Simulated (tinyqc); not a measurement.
Worked calculation: inverse iteration on a symmetric matrix. Computed by tinyqc, a small Python program that keeps every step. Settings: method = inverse, shift = -0.39. Command: `OMP_NUM_THREADS=1 python tinyqc.py 21646 21647 out.jsonl` (the two numbers bound the seeds that draw the settings). One thread of a shared host (Intel(R) Xeon(R) Processor @ 2.60GHz), about 0.01 s of CPU time with the checks.

A:
```
[[1.8960, 0.0910, 0.3900, 0.3490],
 [0.0910, 2.6980, -0.1520, 0.1400],
 [0.3900, -0.1520, 4.1540, 0.0970],
 [0.3490, 0.1400, 0.0970, 5.3250]]
```

Stop when the residual |A v - lambda v| is below 1e-9.

Steps:
```
step    lambda  residual
1     3.077366  1.24e+00
2     2.438504  8.77e-01
3     2.116070  5.75e-01
4     1.958232  3.93e-01
5     1.876688  2.79e-01
6     1.833893  2.00e-01
7     1.811657  1.43e-01
8     1.800258  1.02e-01
9     1.794470  7.25e-02
10    1.791549  5.14e-02
11    1.790079  3.65e-02
12    1.789341  2.58e-02
13    1.788971  1.83e-02
14    1.788785  1.29e-02
15    1.788692  9.17e-03
16    1.788646  6.49e-03
17    1.788622  4.60e-03
18    1.788611  3.25e-03
19    1.788605  2.30e-03
20    1.788602  1.63e-03
21    1.788600  1.15e-03
22    1.788600  8.17e-04
23    1.788599  5.79e-04
24    1.788599  4.10e-04
25    1.788599  2.90e-04
26    1.788599  2.05e-04
27    1.788599  1.45e-04
28    1.788599  1.03e-04
29    1.788599  7.28e-05
30    1.788599  5.16e-05
```

Can the last value be used, and what does the course show?

Not by the stop rule, although the second column moves by less than 1e-07 over the last three steps. Not converged in 30 steps: the residual falls only by the ratio of the two smallest distances of eigenvalues from the shift, 0.71 a step. all eigenvalues, for comparison: [1.7886, 2.6873, 4.2149, 5.3822].
